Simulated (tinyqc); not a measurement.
Minority-electron transport through the base of a bipolar transistor (Moll-Ross and Kroemer integrals). From one set of inputs to another, one input at a time. Computed by tinyqc, a small Python program. Command: `OMP_NUM_THREADS=1 python tinyqc.py 3015871 3015872 out.jsonl base ladder`. One thread of a shared host (Intel(R) Xeon(R) Processor @ 2.30GHz), about 0.02 s of CPU time with the checks.

Low injection, one dimension, x from the emitter edge (0) to the collector edge (W), s = x/W. Recombination is treated as a small correction (valid for tau_B well below tau_n), computed from the stored charge.

The inputs printed are set A. Set A is modelled on silicon; the values taken over come from a set modelled on SiGe. Inputs not listed in the table keep their values of set A, so the rows need not describe a real material.

Inputs (values chosen for the exercise, modelled on silicon):
```
quantity                                     value        unit
intrinsic density n_i at the emitter edge  9.9e+09      1/cm^3
base doping at the emitter edge N_0        5.5e+17      1/cm^3
base width W                                   280          nm
mu_min                                         260  cm^2/(V s)
mu_max                                        1330  cm^2/(V s)
N_ref                                      1.8e+17      1/cm^3
saturation velocity v_s                       0.78    1e7 cm/s
electron lifetime tau_n                        2.1          ns
emitter Gummel number G_E                  3.1e+13      s/cm^4
base-emitter voltage V_BE                     0.66           V
temperature T                                  300           K
doping ratio N_0/N(W)                          4.4           -
```

Base doping profile: exponential. Gap grading: none. Exit of the base: saturation velocity.

Constants: k_B = 8.617333262e-05 eV/K; e = 1.602176634e-19 C.

Method:
- N(x) = N_0 (ratio)^(-s); n_i(x) = n_i; D(x) = (k_B T/e) mu, mu = mu_min + (mu_max - mu_min)/(1 + (N/N_ref)^0.7).
- With y(x) = N n_i^2/(D n_i(x)^2): base Gummel number G_B = int_0^W y dx + N(W) n_i^2/(v_s n_i(W)^2); J_C = e n_i^2 exp(e V_BE/k_B T)/G_B; n(x) = (J_C/e)(n_i(x)^2/(N n_i^2)) [int_x^W y dx + the same exit term]; transit time tau_B = (e/J_C) int n dx; trapezoid rule on 401 even points.
- Emitter-limited gain beta_E = G_E/G_B; recombination-limited gain beta_R = tau_n/tau_B; 1/beta = 1/beta_E + 1/beta_R; f_T from the base alone = 1/(2 pi tau_B).

Each row keeps all changes above it:
```
input moved                                      from       to  base transit time tau_B (ps)  current gain beta  base Gummel number G_B (s/cm^4)
set A                                               -        -                        14.839              45.11                       4.6817e+11
base width W (nm)                                 280       33                         0.401             412.07                       6.9314e+10
mu_min (cm^2/(V s))                               260      210                         0.408             398.33                       7.1809e+10
saturation velocity v_s (1e7 cm/s)               0.78     0.96                         0.366             417.74                       6.8804e+10
emitter Gummel number G_E (s/cm^4)            3.1e+13  1.8e+13                         0.366             250.20                       6.8804e+10
base doping at the emitter edge N_0 (1/cm^3)  5.5e+17    3e+19                         0.687               2.11                       8.5290e+12
mu_max (cm^2/(V s))                              1330     1130                         0.708               2.05                       8.7829e+12
base-emitter voltage V_BE (V)                    0.66     0.65                         0.708               2.05                       8.7829e+12
```

Which inputs carry the difference?

Base transit time tau_B goes from 14.8 to 0.708, a factor 0.0477 in all. The largest single move comes from base width W (a factor 0.0270), and base doping at the emitter edge N_0 works against it (a factor 1.88). Current gain beta goes from 45.1 to 2.05, a factor 0.0454 in all. The largest single move comes from base doping at the emitter edge N_0 (a factor 0.00843), and base width W works against it (a factor 9.14). Base Gummel number G_B goes from 4.68e11 to 8.78e12, a factor 18.8 in all. The largest single move comes from base doping at the emitter edge N_0 (a factor 124), and base width W works against it (a factor 0.148). The single moves hold for this order of the switches; the total does not depend on the order.

Caution (rows base width W, mu_min): the mean velocity exceeds v_s, so drift-diffusion with a low-field mobility overstates the speed.

Extremes, crossings and ranges named in words are read from the listed rows.
